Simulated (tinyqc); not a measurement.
Worked calculation: plane-wave Kohn-Sham cycle with exchange-only LDA in a layered model solid. One step of it, computed by the program tinyqc.

Task: Iteration 2: Hamiltonian at one k. H(m,m') = (k + G_m)^2/2 delta + V(G_m - G_m'), with V(-G) = V(G).

A solid whose potential varies along x alone (atomic units):
```
parameter                      value
period a                   14.500000
cross-section of the cell   8.000000
electrons per cell                 2
grid points                       16
plane waves -n..n, n               3
k points                           4
V1 in V1 cos(2 pi x/a)     -0.240000
V2 in V2 cos(4 pi x/a)     -0.030000
```

V(G_m), m = 0, 1, 2, ... (hartree): -0.225524  0.563742  0.062505  0.013325  0.002778  0.000294  -0.000068

k = 0.125000 2 pi / a

Give: H.

Result:

H (hartree), lower triangle:
```
         -3      -2       -1       +0       +1      +2      +3
-3   0.5505
-2   0.5637  0.1045
-1   0.0625  0.5637  -0.1536
+0   0.0133  0.0625   0.5637  -0.2241
+1   0.0028  0.0133   0.0625   0.5637  -0.1067
+2   0.0003  0.0028   0.0133   0.0625   0.5637  0.1984
+3  -0.0001  0.0003   0.0028   0.0133   0.0625  0.5637  0.6913
```
